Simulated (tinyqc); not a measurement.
# AlGaN/GaN HEMT with access regions, lumped model: effect of the gate length

A polarisation-induced electron sheet under a Schottky gate, in series with two ungated access regions and contacts. Drift law v = mu E/(1 + mu E/vs) under the gate. Currents in mA/mm, resistances in ohm mm. No self-heating, no channel-length modulation; fits for polarisation, barrier and offset are chosen for the exercise.

sigma = (5e13 x + 1.6e13 x^2) cm^-2, phiB = 0.84 + 1.3 x, dEc = 0.7 (1.71 x + x^2) in volts, Cb = eps0 eps_r/d, VT = phiB - dEc - q sigma/Cb, access density n0 = -Cb VT/q. Access resistance R(L, n) = L/(q mu n sqrt(1 - (I/(q n vs))^2)); Rs = Rc + R(Ls, n0), Rd = Rc + R(Ld, (1 - ft) n0). Vg' = Vg - I Rs, Vd' = Vd - I (Rs + Rd); with u = Vg' - VT, Vc = vs Lg/mu and w the smaller of Vd' and Vc [sqrt(1 + 2 u/Vc) - 1] (0 if negative), the channel gives (mu Cb/Lg)(u w - w^2/2)/(1 + w/Vc). I equals that channel current. Isat is I at Vd = 10 V, gm = dIsat/dVg, Ron the limit of Vd/I at small Vd.

Values chosen for this exercise; values close to those of AlGaN/GaN structures:
- x = 0.2 (aluminium share of the barrier)
- d = 15 nm (barrier thickness)
- eps_r = 9.3 (relative permittivity of barrier and channel)
- mu = 1800 cm^2/(V s) (channel mobility)
- vs = 1.4e7 cm/s (saturation velocity)
- Ls = 1 um (source access length)
- Ld = 12 um (drain access length)
- Rc = 0.18 ohm mm (resistance of each contact)
- ft = 0 (share of the drain-access electrons removed by traps)
- Vg = 0.5 V (gate voltage)

Constants: q = 1.602176634e-19 C, eps0 = 8.8541878128e-14 F/cm where lengths are in cm. Results are converted to the units shown.

The same in every row: VT (V) = -2.273; n0 (cm^-2) = 7.787e12.

Effect of the gate length:

| Lg (um) | Ron (ohm mm) | Isat (mA/mm) | gm (mS/mm) |
|---|---|---|---|
| 0.05 | 6.167 | 1168 | 368.9 |
| 0.09 | 6.181 | 1125 | 373.6 |
| 0.16 | 6.207 | 1069 | 376.5 |
| 0.29 | 6.254 | 993.4 | 375.1 |
| 0.52 | 6.338 | 899.6 | 366.4 |
| 0.93 | 6.488 | 786.1 | 347.2 |
| 1.7 | 6.769 | 650.8 | 313.7 |
| 3 | 7.244 | 515.4 | 269.7 |

As Lg goes from 0.05 to 3 um, Ron rises from 6.17 to 7.24 ohm mm, Isat falls from 1170 to 515 mA/mm and gm goes from 369 through a maximum of 376 (at Lg = 0.16 um among the rows listed) to 270 mS/mm. The ceiling Cb vs is 769 mS/mm. In every row the power passes 5 W/mm, where self-heating, left out here, lowers the current.

Computed by the program tinyqc: `OMP_NUM_THREADS=1 python tinyqc.py 2570134 2570135 out.jsonl`, one thread of a shared Intel Xeon 2.30GHz, about 0.04 s for the whole run.
